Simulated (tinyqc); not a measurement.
Gas flow in a process chamber: flow regimes, conductance, effective pumping speed, pump-down, outgassing and purge: one step, computed by the program tinyqc. Command: `OMP_NUM_THREADS=1 python tinyqc.py 3120949 3120950 out.jsonl pump walk`. One thread of a shared host (Intel(R) Xeon(R) Processor @ 2.30GHz), about 0.07 s of CPU time with the checks.

Ideal gas, isothermal flow, a pump of constant speed at the end of a round pipe; process gas, volume gas and outgassing are given the same properties. 1 sccm = 101325 Pa x 1e-6 m^3/60 s x T/273.15 K.

Task: Purging a well-mixed chamber. With steady flow a contaminant decays as exp(-t/residence time); gas used = flow x time.

Inputs (values chosen for the exercise, modelled on hydrogen near room temperature): temperature T = 300 K; process gas flow = 20 sccm.

residence time = 0.7829890 s

Give: time to dilute 1e3 times; time to dilute 1e6 times; gas used for 1e6.

Result:

time to dilute 1e3 times = 5.409 s

time to dilute 1e6 times = 10.82 s

gas used for 1e6 = 3.606 standard cm^3
